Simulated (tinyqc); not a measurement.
# Hoppings from the band edges

Problem. A dimerised chain has bands +/- sqrt(dl^2 + t1^2 + t2^2 + 2 t1 t2 cos k). Its semi-infinite form starts with the bond t1 and has no state bound to its end; such a state exists only for t1 < t2. Find t1 and t2.

Inputs (values chosen for the exercise): site energy, +dl on A and -dl on B dl = 0 eV.

bottom and top of the upper band (eV): 0.2  2.2

Solution. The top gives t1 + t2 = sqrt(E^2 - dl^2) and the bottom |t1 - t2|; the end state decides which is larger.

t1 = 1.20 eV
t2 = 1.00 eV

Computed by the program tinyqc: `OMP_NUM_THREADS=1 python tinyqc.py 2680024 2680025 out.jsonl`, one thread of a shared Intel Xeon 2.30GHz, about 0.01 s for the whole run.
